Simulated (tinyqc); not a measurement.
Tersoff bond-order potential: one step, computed by the program tinyqc. Command: `OMP_NUM_THREADS=1 python tinyqc.py 3005337 3005338 out.jsonl tersoff walk`. One thread of a shared host (Intel(R) Xeon(R) Processor @ 2.30GHz), about 0.01 s of CPU time with the checks.

E = (1/2) sum_(i, j != i) [A exp(-lambda r_ij) - b_ij B exp(-mu r_ij)], b_ij = (1 + (beta zeta_ij)^n)^(-1/(2n)), zeta_ij = sum_(k != i, j) g(theta_ijk), g = 1 + c^2/d^2 - c^2/(d^2 + (h - cos theta)^2), with theta at atom i. Only nearest neighbours count (cut-off function 1 for them, 0 beyond).

Problem. Unrelaxed vacancy. Each of the four neighbours loses one bond; its three other bonds now have zeta = 2 g, for the direction that starts at it. E_v = -E + 12 x (1/2)(b(3g) - b(2g)) B exp(-mu r), where -E is the pair-like cost.

Inputs (values chosen for the exercise, modelled on carbon):
```
quantity,value,unit
B,340.85,eV
mu,2.2119,1/angstrom
beta,1.59e-07,-
n,0.7381,-
```

zeta = 612482.4

energy per atom of the diamond lattice = -7.145392 eV

bond order b = 0.8943318

bond length = 1.555619 angstrom

Give: b(2g); unrelaxed vacancy energy E_v.

Solution.

b(2g) = 0.9190

unrelaxed vacancy energy E_v = 5.532 eV

Stronger back bonds return 1.614 eV, so E_v is 77 % of the cohesive energy.
